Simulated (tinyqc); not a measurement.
What each parameter does: Landau levels with Rashba coupling.

H = (p + eA)^2/2m + aR (sx ky - sy kx) + gs muB B sz/2. With d = 1/2 - gs m/4: E_0 = d hbar wc, and E(N, +/-) = hbar wc [N +/- sqrt(d^2 + 2 N aR^2/(l hbar wc)^2)] for N >= 1.

In a field B along z: l = 1/sqrt((e/hbar) B) is the magnetic length, n_B = B/(h/e) the number of states per area in one level, hbar wc = 2 muB B/m for mass m in m0; 1/angstrom^2 = 1e16/cm^2.

Each listed level takes n_B electrons. At zero temperature and without broadening EF sits in the partly filled level.

Constants: e/hbar = 1.519267448e-05 1/(T angstrom^2); h/e = 413566.7697 T angstrom^2; muB = 5.788381798e-05 eV/T.

Values chosen for the exercise (near those of an asymmetric InGaAs well; shifted at random, so the results belong to these values and not to a real crystal): m = 0.0446 m0 (mass); gs = -3.94 (g factor); aR = 0.07 eV angstrom (Rashba constant); B = 12.1 T (magnetic field); n = 12 x 1e11/cm^2 (electron sheet density).

The second and third levels from below, nu = n/n_B, and EF. Each row changes one parameter from the base and keeps the others.

Results:

| case | second level (meV) | third level (meV) | nu | EF (meV) |
|---|---|---|---|---|
| base | 17.08 | 45.63 | 4.10 | 76.98 |
| B = 10.3 T | 14.54 | 38.82 | 4.82 | 65.51 |
| m = 0.0379 m0 | 19.86 | 53.97 | 4.10 | 90.88 |
| gs = -3.35 | 16.88 | 45.83 | 4.10 | 77.19 |
| aR = 0.0595 eV angstrom | 17.08 | 45.66 | 4.10 | 77.03 |
| n = 10.2 x 1e11/cm^2 | 17.08 | 45.63 | 3.49 | 48.54 |

The largest shifts from the base row, up to three for each result and ties (the steps differ in size, so this ranks the rows, not the parameters). second level (meV): m +2.78, B -2.54, gs -0.21; unchanged at the printed digits by aR and n. third level (meV): m +8.34, B -6.80, gs +0.21; unchanged at the printed digits by n. nu: B +0.72, n -0.62; unchanged at the printed digits by m, gs and aR. EF (meV): n -28.44, m +13.90, B -11.48.

tinyqc: `OMP_NUM_THREADS=1 python tinyqc.py 1251929 1251930 out.jsonl`; about 0.01 s, one thread, shared Intel(R) Xeon(R) Processor @ 2.30GHz.
